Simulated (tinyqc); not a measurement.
# MOS capacitor on a p-type substrate, surface potential from the exact charge relation: several studies

Uniform p-type substrate, Boltzmann statistics, full ionisation, classical densities. psi is the surface potential against the body (positive when the bands bend down) and u = psi/Vt. Traps are spread evenly over the gap and neutral at flat band, so their charge is -q Dit psi; the minority quasi-Fermi level is shifted by Vb.

Parameters, values chosen for the exercise; band and dielectric values close to those of gallium arsenide: temperature T = 250 K; band gap Eg = 1.41 eV; relative permittivity eps_r = 13; conduction-band density of states at T Nc = 3.41e17 cm^-3; valence-band density of states at T Nv = 6.84e18 cm^-3; electron affinity chi = 4.08 eV; acceptor density of the substrate N = 1.1e18 cm^-3; relative permittivity of the gate insulator (close to silicon dioxide) eox = 3.9; insulator thickness tox = 11 nm; gate work function phiM = 4.97 eV; fixed charge at the interface, in units of q Nf = 1.6e10 cm^-2; density of interface traps Dit = 0 cm^-2 eV^-1; reverse bias of the inversion layer against the body Vb = 0 V.

Constants: q = 1.602176634e-19 C, kB = 1.380649e-23 J/K, Vt = kB T/q, eps0 = 8.8541878128e-14 F/cm where lengths are in cm. Results are converted to the units shown.

Each table varies one quantity; the others keep the values above.

## Capacitance-voltage curves

ni = sqrt(Nc Nv) exp(-Eg/(2 Vt)), Eg in volts; phiF = Vt ln(N/ni); Cox = eps0 eox/tox; Vfb = phiM - chi - (Eg - Vt ln(Nv/N)) - q Nf/Cox; Q0 = sqrt(2 eps0 eps_r q N Vt); r = (ni/N)^2 exp(-Vb/Vt); VT = Vfb + [(2 phiF + Vb)(1 + q Dit/Cox) + sqrt(2 eps0 eps_r q N (2 phiF + Vb))/Cox]. u = psi/Vt; F^2 = exp(-u) + u - 1 + r (exp(u) - u - 1); Qs = -sign(u) Q0 F; Cs = -dQs/dpsi = (Q0/Vt) |1 - exp(-u) + r (exp(u) - 1)|/(2 F). psi solves Vg = Vfb + psi + (q Dit psi - Qs)/Cox. Low frequency: 1/C_LF = 1/Cox + 1/(Cs + q Dit). High frequency, in the simple estimate in which traps and minority carriers do not follow: 1/C_HF = 1/Cox + 1/Cd, Cd being Cs with r = 0 at the same psi. Deep depletion: r = 0 and Dit = 0 both in the equation for psi and in Cs. Minority sheet density N_inv = (Q0/(2 q)) int_0^u r (exp(t) - 1)/F(t) dt for u > 0. N_inv under 1 cm^-2 is printed as 0. Regimes: accumulation when majority carriers gather, then depletion up to |psi| = phiF + Vb, weak inversion up to 2 phiF + Vb, strong inversion beyond.

Capacitance-voltage curves:
```
Vg (V),psi (V),C_LF/Cox,C_HF/Cox,C_deep/Cox,N_inv (cm^-2),regime
-1.23,-0.046343,0.95745,0.95745,0.95745,0,accumulation
-0.64,-0.012766,0.92322,0.92322,0.92322,0,accumulation
-0.06,0.053915,0.83448,0.83448,0.83448,0,depletion
0.52,0.18598,0.71440,0.71440,0.71440,0,depletion
1.1,0.37777,0.62960,0.62960,0.62960,0,depletion
1.69,0.61530,0.56833,0.56833,0.56833,0,depletion
2.27,0.87944,0.52275,0.52275,0.52275,1.8197,weak inversion
2.85,1.1671,0.48663,0.48662,0.48662,9.8781e5,weak inversion
3.44,1.4304,0.83120,0.46083,0.45662,1.7762e11,strong inversion
4.02,1.4734,0.96216,0.45711,0.43195,1.1655e12,strong inversion
```

Read the table: what changes, and by how much?

C_LF/Cox is lowest, 0.487, at Vg = 2.85 V (weak inversion) among the rows listed and is 0.962 in the last row, where C_HF/Cox is 0.457 and the deep-depletion value 0.432. Vfb = -0.489 V, where C_HF/Cox = 0.907 (Cox in series with eps0 eps_r/LD), and VT = 3.30 V. Over the last two rows psi moves by only 0.074 V a volt of gate bias, since the inversion charge screens the body. In strong accumulation and inversion degeneracy and confinement, left out here, lower the capacitance.

## Effect of the reverse bias of the inversion layer against the body on threshold and swing

ni = sqrt(Nc Nv) exp(-Eg/(2 Vt)), Eg in volts; phiF = Vt ln(N/ni); Cox = eps0 eox/tox; Vfb = phiM - chi - (Eg - Vt ln(Nv/N)) - q Nf/Cox; VT = Vfb + [(2 phiF + Vb)(1 + q Dit/Cox) + sqrt(2 eps0 eps_r q N (2 phiF + Vb))/Cox]. gamma = sqrt(2 eps0 eps_r q N)/Cox; Wm = sqrt(2 eps0 eps_r (2 phiF + Vb)/(q N)); m = 1 + (eps0 eps_r/Wm + q Dit)/Cox; swing m Vt ln 10; Cmin/Cox = 1/(1 + Cox Wm/(eps0 eps_r)).

In this table Dit = 0 cm^-2 eV^-1.

The same in every row: Vfb (V) = -0.4888; 2 phiF (V) = 1.396; gamma (V^0.5) = 2.029.

Effect of the reverse bias of the inversion layer against the body on threshold and swing:
```
Vb (V),VT (V),Wm (nm),m,swing (mV/decade),Cmin/Cox
0,3.304,42.70,1.859,92.20,0.4620
0.4,4.026,48.43,1.757,87.16,0.4309
0.8,4.714,53.56,1.685,83.57,0.4064
1.2,5.376,58.23,1.630,80.84,0.3864
1.6,6.019,62.56,1.586,78.68,0.3695
2,6.646,66.60,1.551,76.91,0.3551
2.4,7.260,70.41,1.521,75.44,0.3424
2.8,7.863,74.03,1.495,74.17,0.3312
```

What does the table show?

As Vb goes from 0 to 2.8, VT rises from 3.30 to 7.86 V, the swing falls from 92.2 to 74.2 mV/decade and Cmin/Cox falls from 0.462 to 0.331. Vfb does not move. The slope |dVT/dVb| between the first two rows is 1.80, close to m (VT is counted against the body; against the source it is m - 1).

## Effect of the fixed charge at the interface on threshold and swing

Same model as above.

The same in every row: 2 phiF (V) = 1.3959; gamma (V^0.5) = 2.0290; Wm (nm) = 42.700; m = 1.8587; swing (mV/decade) = 92.201; Cmin/Cox = 0.46199.

Effect of the fixed charge at the interface on threshold and swing:
```
Nf (cm^-2),Vfb (V),VT (V)
-4e11,-0.27648,3.5166
-2e11,-0.37855,3.4146
0,-0.48063,3.3125
2e11,-0.58271,3.2104
4e11,-0.68478,3.1083
6e11,-0.78686,3.0063
8e11,-0.88893,2.9042
```

Read the table: what changes, and by how much?

As Nf goes from -4e11 to 8e11, VT falls from 3.52 to 2.90 V, the swing stays at 92.2 mV/decade and Cmin/Cox stays at 0.462. The whole change of VT is that of Vfb: the curve shifts rigidly.

Computed by the program tinyqc: `OMP_NUM_THREADS=1 python tinyqc.py 2060124 2060125 out.jsonl`, one thread of a shared Intel Xeon 2.30GHz, about 0.01 s for the whole run.
